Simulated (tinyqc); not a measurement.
From cathode stress at time s back to time as a fraction of L^2/kappa, s: electromigration in a confined line: Blech product, Korhonen stress evolution and Black's law. Computed by tinyqc, a small Python program. Command: `OMP_NUM_THREADS=1 python tinyqc.py 3007007 3007008 out.jsonl emigr inv`. One thread of a shared host (Intel(R) Xeon(R) Processor @ 2.30GHz), about 0.01 s of CPU time with the checks.

The electron wind pushes atoms from the cathode (x = 0) to the anode (x = L); blocking ends build a back stress (tension positive). The input rho is taken not to change with temperature. d sigma/dt = d/dx [kappa (d sigma/dx + G)], with zero flux at both ends and sigma = sigma_0 at t = 0.

Inputs (values chosen for the exercise, close to those used for cobalt lines): resistivity rho = 9.87 micro-ohm cm; atomic volume Omega = 11.1 angstrom^3; effective charge number Z* = 2.5; prefactor D0 = 1.5e-06 m^2/s; activation energy E = 1.28 eV; effective modulus B = 50 GPa; critical stress sigma_c = 440 MPa; initial stress sigma_0 = 57 MPa; current density j = 1.1 MA/cm^2; line length L = 220 um; test temperature T = 270 C.

Start: thermal stress.

Constants: e = 1.602176634e-19 C; k_B = 8.617333262e-05 eV/K; k_B = 1.380649e-23 J/K.

Method:
- G = Z* e rho j/Omega; D = D0 exp(-E/(k_B T)); kappa = D B Omega/(k_B T); drift velocity of an unconfined line v = D Z* e rho j/(k_B T). SI: 1 micro-ohm cm = 1e-8 ohm m, 1 MA/cm^2 = 1e10 A/m^2.
- Temperatures in kelvin are T(C) + 273.15.
- At steady state sigma(x) = sigma_0 + G (L/2 - x). A void forms only if the cathode stress reaches sigma_c, that is if j L exceeds (j L)_c = 2 Omega (sigma_c - sigma_0)/(Z* e rho). Time scale tau = L^2/kappa.
- sigma(x, t) = sigma_0 + G L [1/2 - x/L - 4 sum_(m odd) cos(m pi x/L) exp(-m^2 pi^2 s)/(m pi)^2], s = t/tau, summed to m = 399.
- The terms at x = 0 are 4 exp(-m^2 pi^2 s)/(m pi)^2; tau = L^2/kappa.

Question. A run gave the result below. Find the time as a fraction of L^2/kappa, s, known to lie between 0.14 and 0.34.

cathode stress at time s = 3863.242 MPa

Answer.

Each step takes the trial c = (a f_b - b f_a)/(f_b - f_a), f being the result less the target and a, b, c the logarithms of the listed values; c replaces end b, the old b replaces a if the sign of f changed, and otherwise f_a is halved.

Scan of the range:
```
time as a fraction of L^2/kappa, s  cathode stress at time s (MPa)
0.140                                                      3489.25
0.162                                                      3660.48
0.188                                                      3820.28
0.218                                                      3960.27
0.253                                                      4078.93
0.293                                                      4172.74
0.340                                                      4244.67
```

False position (Illinois rule, in the logarithm of the input) inside the bracket:
```
step     end a     end b     trial  cathode stress at time s (MPa)
1     0.188000  0.218000  0.196739                         3865.42
2     0.188000  0.196739  0.195918                         3861.34
3     0.196739  0.195918  0.196300                         3863.24
4     0.195918  0.196300  0.196300                         3863.24
```

Cathode stress at time s rises at every point of a 13-point scan of the range (every second point is shown), so one value fits; it is bracketed by 0.188 and 0.218. Answer: time as a fraction of L^2/kappa, s = 0.1963.

Caution: the stress exceeds sigma_c: a void would already have formed and relaxed it, so the value is formal.
